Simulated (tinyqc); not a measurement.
# CMOS latch-up, two-transistor model: effect of the temperature

A parasitic pnp (emitter at Vdd, base shunted by Rw) and npn (emitter at ground, base shunted by Rs) feed each other: the npn collector current flows out of the pnp base node, the pnp collector current into the npn base node. Forward-active transistors with constant gains: Icn = Isn exp(Vn/Vt), Icp = Isp (exp(Vp/Vt) - 1). A current Ii is injected into the npn base node.

Isn, Isp and Von are given at 300 K; the currents scale as T^3 exp(-1.12 V/Vt), Von falls by 1.5 mV/K, gains and resistances are fixed. Node equations: Vp/Rw + Icp/bp = Icn and Vn/Rs + Icn/bn = Icp + Ii. Loop gain G = gn gp/[(1/Rw + gp/bp)(1/Rs + gn/bn)], gn = Icn/Vt, gp = (Icp + Isp)/Vt; the off state ends where G = 1, and Ii there is the trigger current. On state with both base-emitter voltages at Von: npn base current Ib = (Von/Rs + bp Von/Rw)/(bn bp - 1), holding current Ih = (bn + 1) Ib + Von/Rs, holding voltage Vh = Vsat + Von + R2 (Ib + Von/Rs).

Inputs (values chosen for the exercise); values close to those of bulk CMOS:
- bn = 10.5 (current gain of the npn)
- bp = 4.1 (current gain of the pnp)
- Isn = 8.8e-16 A (saturation current of the npn at the reference temperature)
- Isp = 6.1e-15 A (saturation current of the pnp at the reference temperature)
- Rs = 1700 ohm (substrate resistance shunting the npn)
- Rw = 240 ohm (well resistance shunting the pnp)
- R2 = 34 ohm (resistance from the pnp collector to the npn base)
- Von = 0.77 V (base-emitter voltage in the on state)
- Vsat = 0.16 V (saturation voltage)
- Vdd = 1.8 V (supply voltage)

Constants: q = 1.602176634e-19 C, kB = 1.380649e-23 J/K, Vt = kB T/q. Results are converted to the units shown.

Result of one run:
```
T (K),Vn at trigger (V),trigger current (mA),Ih (mA),Vh (V)
443,0.48381,0.36763,3.0114,0.73455
```

What becomes of these results when the temperature T is changed from 443 to 353 K, all else the same?

Result of the changed run:
```
T (K),Vn at trigger (V),trigger current (mA),Ih (mA),Vh (V)
353,0.65033,0.54468,3.7433,0.87418
```

The whole series:
```
T (K),Vn at trigger (V),trigger current (mA),Ih (mA),Vh (V)
233,0.84387,0.76115,4.7191,1.0603
263,0.79799,0.70884,4.4751,1.0138
293,0.75049,0.65534,4.2312,0.96726
323,0.70131,0.60064,3.9872,0.92072
353,0.65033,0.54468,3.7433,0.87418
383,0.59736,0.48735,3.4993,0.82763
413,0.54204,0.42845,3.2554,0.78109
443,0.48381,0.36763,3.0114,0.73455
```

As T goes from 233 to 443 K, the trigger current falls from 0.761 to 0.368 mA, Ih falls from 4.72 to 3.01 mA and Vh falls from 1.06 to 0.735 V. Vh exceeds the supply Vdd = 1.8 V, which then cannot sustain a latched state, in 0 of the 8 rows.

Program tinyqc, `OMP_NUM_THREADS=1 python tinyqc.py 2670034 2670035 out.jsonl`; Intel Xeon 2.30GHz, shared host, one thread, about 0.06 s.
